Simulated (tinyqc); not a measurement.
Landau-Devonshire theory of a uniaxial ferroelectric. From one set of inputs to another, one input at a time. Computed by tinyqc, a small Python program. Command: `OMP_NUM_THREADS=1 python tinyqc.py 3008246 3008247 out.jsonl ferro ladder`. One thread of a shared host (Intel(R) Xeon(R) Processor @ 2.30GHz), about 0.01 s of CPU time with the checks.

G(P) = (alpha/2) P^2 + (beta*/4) P^4 + (gamma/6) P^6 - E P per volume, SI units, one domain, P along the polar axis.

The inputs printed are set A. Inputs not listed in the table keep their values of set A, so the rows need not describe a real material.

Inputs (values chosen for the exercise, modelled on barium titanate):
```
quantity,value,unit
alpha_0,681000,J m/(C^2 K)
Curie-Weiss temperature T0,381,K
beta,-7.95e+08,J m^5/C^4
gamma,1.58e+10,J m^9/C^6
temperature T,303,K
film thickness d,8.6,nm
screening length lambda,0.02,nm
background permittivity eps_b,7,-
gradient coefficient g,5.2e-11,J m^3/C^2
```

Sample: free crystal.

Constants: eps_0 = 8.8541878128e-12 F/m.

Method:
- alpha = alpha_0 (T - T0*), T0* = T0, beta* = beta.
- Ps^2 = [-beta* + sqrt(beta*^2 - 4 alpha gamma)]/(2 gamma).
- chi = 1/(eps_0 G''), G'' = alpha + 3 beta* P^2 + 5 gamma P^4 at Ps. Ps, chi and the coercive field are for perfect screening, without a depolarising field. The intrinsic coercive field is |alpha P + beta* P^3 + gamma P^5| at the P_c where G'' = 0. 1 C/m^2 = 100 microcoulomb/cm^2.
- With the term (g/2) (dP/dx)^2, (g/2) P'^2 = G(P) - G(Ps) across the wall: energy = int_(-Ps)^(Ps) sqrt(2 g [G(P) - G(Ps)]) dP (40 Gauss-Legendre points); width = 2 Ps over the slope at P = 0, sqrt(2 |G(Ps)|/g). Elastic coupling inside the wall is left out.
- Between shorted electrodes with screening length lambda each, the depolarising field is -k P, k = 2 lambda/(eps_0 (d + 2 lambda eps_b)), so alpha turns into alpha + k.
- The polar state is the lowest uniform state while alpha + k < 0 (beta* > 0) or < 3 beta*^2/(16 gamma) (beta* < 0); setting the equality gives the critical thickness d_c.

Each row keeps all changes above it:
```
input moved,from,to,susceptibility chi,wall energy (mJ/m^2),critical thickness d_c (nm)
set A,-,-,320.0,6.30,74.25
screening length lambda (nm),0.02,0.0059,320.0,6.30,21.90
alpha_0 (J m/(C^2 K)),681000,466000,416.0,4.89,30.31
Curie-Weiss temperature T0 (K),381,550,176.0,11.25,10.79
gamma (J m^9/C^6),1.58e+10,3.86e+10,199.8,6.21,11.20
temperature T (K),303,414,335.8,3.75,19.97
gradient coefficient g (J m^3/C^2),5.2e-11,3.6e-11,335.8,3.12,19.97
beta (J m^5/C^4),-795000000,1290000000,615.4,1.34,20.95
```

Which inputs carry the difference?

Susceptibility chi goes from 320 to 615, a factor 1.92 in all. The largest single move comes from Curie-Weiss temperature T0 (a factor 0.423), but it runs against the net change; the largest move in the direction of the net change is beta (a factor 1.83). Wall energy goes from 6.30 to 1.34, a factor 0.213 in all. The largest single move comes from beta (a factor 0.431), and Curie-Weiss temperature T0 works against it (a factor 2.30). Critical thickness d_c goes from 74.2 to 20.9, a factor 0.282 in all. The largest single move comes from screening length lambda (a factor 0.295), and temperature T works against it (a factor 1.78). The single moves hold for this order of the switches; the total does not depend on the order.

Extremes, crossings and ranges named in words are read from the listed rows.
